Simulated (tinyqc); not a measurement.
States in the gap of a film: thin (001) film in sp3s* tight binding with raised dangling bonds.

Planes alternate anion (a), cation (c) along [001], a/4 apart, starting with an anion; zero in-plane momentum; levels counted from the bulk Ev, the lower root of [[Epa, Vxx], [Vxx, Epc]]; no spin-orbit coupling. Block of s, pz, s*: from an anion to the cation above, Vss/2 (s,s), Vsapc/2 (s,z), -Vscpa/2 (z,s), Vxx/2 (z,z), Vxapc/2 (s*,z), -Vpaxc/2 (z,s*); to the cation below the same with the s-z and s*-z signs reversed. Block of u = (px + py)/sqrt2 and v = (px - py)/sqrt2: to the cation above (Vxx + Vxy)/2 for u and (Vxx - Vxy)/2 for v, to the cation below the reverse. Each surface atom has two dangling sp3 hybrids; raising both by dl adds (dl/2) [[1, t], [t, 1]] to its s, pz levels (t = -1 at the bottom face, +1 at the top) and dl to the one of u, v in whose plane the missing bonds lie (v for a bottom anion or a top cation, u for a top anion).

Values chosen for the exercise (out of a larger set: near a published set for InAs, fitted to gaps, whose masses and valley positions are rough; not measured data): p = (-9.644, 0.903, -2.742, 3.76, 7.434, 6.813, -5.571, 1.852, 4.464, 3.02, 5.402, 3.353, 3.922) eV (order Esa, Epa, Esc, Epc, Exa, Exc, Vss, Vxx, Vxy, Vsapc, Vscpa, Vxapc, Vpaxc); Nw = 28 (planes in the thicker film).

edges (eV): Gamma 0.36769, Delta 2.33004

Levels between 0 and the lower bulk edge, the largest weight on the two outer planes of both faces among them, and the nearest levels outside, for several shifts dl.

Film of Nw planes:

| dl (eV) | levels in the gap | at (eV) | surface weight | next above (eV) | next below (eV) |
|---|---|---|---|---|---|
| 0 | 1 | 0.313 | 0.23 | 0.8491 | -0.0350 |
| 1 | 0 | - | - | 0.4191 | -0.0350 |
| 2 | 1 | 0.048 | 0.20 | 0.5026 | -0.0350 |
| 3 | 1 | 0.143 | 0.19 | 0.5705 | -0.0350 |
| 5 | 1 | 0.283 | 0.17 | 0.6752 | -0.0350 |
| 10 | 0 | - | - | 0.4125 | -0.0350 |
| 30 | 0 | - | - | 0.4856 | -0.0350 |
| 100 | 0 | - | - | 0.5075 | -0.0350 |

Can the levels of the bare film be read as confined subbands?

No: with bare surfaces (dl = 0) 1 level lies in the bulk gap, with up to 23 % of the weight on the four outer planes, two a face, where an even spread gives 14 %: a state drawn out of a band edge by the surface, no confined subband, which would lie outside the bulk gap. The reruns show the bulk gap clear from dl = 10 eV on, and at dl = 30 eV the next level above lies -21.9 meV from its value at 100 eV. At dl = 1, 10 and 30 eV the next level above is more than 20 meV from its value at 100 eV, so the surface still acts on it. It is also clear at dl = 1 eV, between two surface states passing through.

(tinyqc, `OMP_NUM_THREADS=1 python tinyqc.py 1482852 1482853 out.jsonl`, Intel(R) Xeon(R) Processor @ 2.30GHz, 1 thread, shared host, about 0.4 s.)
